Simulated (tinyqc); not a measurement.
Reverse leakage of an n+-p junction: diffusion, generation, trap-assisted and band-to-band tunnelling: one step of the calculation.

One-sided abrupt junction in the depletion approximation, x from the junction (0) to W on the p side, field F = F0 (1 - x/W). Flat quasi-Fermi levels, long p side. Traps generate through SRH with both lifetimes shortened by 1 + Gamma (Hurkx enhancement, form for moderate fields); band-to-band generation is local and needs a total bending above Eg.

Task. Current components. u = (Vbi + VR)(1 - x/W)^2, p = Na exp(-u/Vt), n = Nd exp((u - Vbi - VR)/Vt); G0 = ni^2 (1 - exp(-VR/Vt))/(tau (n + p + 2 ni cosh(Et/Vt))); Gamma = 2 sqrt(3 pi)(F/FG) exp((F/FG)^2); trap-assisted part G0 Gamma; G_bb = Ab F^2.5 exp(-Bb/F) with F in V/cm, zero unless Vbi + VR > Eg, and counted as zero under 1 cm^-3 s^-1. 13 equal steps.

Each current is q times the trapezoid sum of its rate; J adds J_diff; J_bb under 1e-8 of the sum is given as 0.

Constants: q = 1.602176634e-19 C. Results are converted to the units shown.

| point | x (nm) | G0 (cm^-3 s^-1) | G0 Gamma (cm^-3 s^-1) | G_bb (cm^-3 s^-1) |
|---|---|---|---|---|
| 0 | 0.000000 | 3.1085884e10 | 4.7580234e13 | 2.6074704e21 |
| 1 | 5.935597 | 3.8885985e17 | 2.7248364e20 | 4.3498277e20 |
| 2 | 11.871194 | 4.0560879e17 | 1.3667105e20 | 5.3401190e19 |
| 3 | 17.806791 | 4.0560879e17 | 6.8937978e19 | 4.4088931e18 |
| 4 | 23.742389 | 4.0560879e17 | 3.6411626e19 | 2.1501872e17 |
| 5 | 29.677986 | 4.0560879e17 | 2.0090506e19 | 5.1023528e15 |
| 6 | 35.613583 | 4.0560879e17 | 1.1541615e19 | 4.3481249e13 |
| 7 | 41.549180 | 4.0560852e17 | 6.8699165e18 | 8.0343404e10 |
| 8 | 47.484777 | 4.0412923e17 | 4.1896687e18 | ~0 |
| 9 | 53.420374 | 7.8927022e16 | 5.0855241e17 | ~0 |
| 10 | 59.355971 | 4.1303587e14 | 1.6401514e15 | 0 |
| 11 | 65.291569 | 8.3205375e12 | 1.9144565e13 | 0 |
| 12 | 71.227166 | 7.9872534e11 | 8.4472455e11 | 0 |
| 13 | 77.162763 | 3.6571598e11 | 0 | 0 |

J_diff = 4.9023435e-11 A/cm^2

Find: J_SRH; J_TAT; J_bb; J.

Result.

J_SRH = 3.144e-7 A/cm^2
J_TAT = 5.304e-5 A/cm^2
J_bb = 1.709e-4 A/cm^2
J = 2.242e-4 A/cm^2

tinyqc, about 0.01 s, one thread, Intel Xeon 2.30GHz (shared host): `OMP_NUM_THREADS=1 python tinyqc.py 2290165 2290166 out.jsonl`

~0 in a residual or rate marks an entry under 1e-11 of the largest of its column.
